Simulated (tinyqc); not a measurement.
Thermal and gravitational stress in a wafer during furnace and rapid thermal processing, and the onset of slip. Changing the temperature T. Computed by tinyqc, a small Python program. Command: `OMP_NUM_THREADS=1 python tinyqc.py 3022079 3022080 out.jsonl slip sweep`. One thread of a shared host (Intel(R) Xeon(R) Processor @ 2.30GHz), about 0.01 s of CPU time with the checks.

A thin free disc in plane stress, isotropic; T(r) = T_centre + dT (r/R)^n. Stress is positive in tension; sigma_SB = 5.670374419e-8 W/(m^2 K^4), g = 9.80665 m/s^2.

Inputs (values chosen for the exercise, modelled on silicon):
```
quantity                              value        unit
wafer radius R                          150          mm
thickness t                             775  micrometre
Young's modulus E                       158         GPa
expansion alpha                        4.36      1e-6/K
edge less centre temperature dT          14           K
exponent n of the profile                16           -
prefactor A of the critical stress  0.00024         MPa
energy U of the critical stress           1          eV
density rho                            2330      kg/m^3
heat capacity c                         944    J/(kg K)
conductivity k                         26.3     W/(m K)
wafer spacing s                          11          mm
ramp rate                               1.3       K/min
```

Temperature profile: edge zone, power law.

Constants: k_B = 8.617333262e-05 eV/K.

Method:
- With x = r/R: s_rr = alpha E dT (1 - x^n)/(n + 2), s_tt = alpha E dT [1 - (n + 1) x^n]/(n + 2).
- Critical resolved stress tau_c = A exp(U/(k_B T)), a form chosen for the exercise; slip when 0.492799 |s_tt(R)| > tau_c; allowed |dT| = tau_c (n + 2)/(0.492799 n alpha E).
- In a stack heated from the rim, heat flows inward by conduction and by radiation between wafers: k_eff = k + (16/3) sigma_SB T^3 s^2/t (a diffusion estimate with the spacing as path length). A steady ramp gives the parabolic lag dT = rho c (ramp) R^2/(4 k_eff); the allowed ramp uses n = 2.

One run for each value; columns: (1) temperature T (K); (2) critical stress tau_c (MPa); (3) allowed |dT| (K); (4) allowed ramp rate (K/min); (5) resolved over critical stress:
```
(1)      (2)     (3)     (4)     (5)
1000  26.302  87.162  55.245  0.1606
1070  12.311  40.797  29.595  0.3432
1140   6.325  20.961  17.394  0.6679
1210   3.510  11.632  11.026  1.2036
1280   2.077   6.885   7.438  2.0335
1340   1.384   4.588   5.533  3.0518
1410   0.901   2.984   4.082  4.6910
1480   0.610   2.022   3.127  6.9234
1550   0.428   1.419   2.473  9.8653
```

What does the table show?

Over the rows, critical stress tau_c (MPa) falls from 26.3 to 0.428 (exponent d ln y / d ln x -11 between the first rows and -7.7 between the last); allowed |dT| (K) falls from 87.2 to 1.42 (exponent d ln y / d ln x -11 between the first rows and -7.7 between the last); allowed ramp rate (K/min) falls from 55.2 to 2.47 (exponent d ln y / d ln x -9.2 between the first rows and -5.1 between the last).

Caution (rows 1000): at lower temperature the exponential form overstates the strength: fracture from edge flaws comes first.
